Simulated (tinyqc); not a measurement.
Thermal stress and diffusional relaxation in a metal film: Coble and Nabarro-Herring creep, cooling and holds: one step, computed by the program tinyqc.

A thin film on a rigid substrate is stress-free at T0. Tension is positive and the film creeps linearly: d sigma/dt = -M (mismatch) dT/dt - sigma/tau.

Question. Elastic stress after a quench. Thermoelastic slope = M x mismatch; sigma_0 = slope x (T0 - T).

Inputs (values chosen for the exercise, modelled on silver films on silicon):

| quantity | value | unit |
|---|---|---|
| biaxial modulus M | 121 | GPa |
| expansion mismatch | 16.3 | 1e-6/K |
| stress-free temperature T0 | 250 | C |
| hold temperature T | 220 | C |

Give: thermoelastic slope; stress after a quench sigma_0.

Answer.

thermoelastic slope = 1.9723 MPa/K

stress after a quench sigma_0 = 59.169 MPa
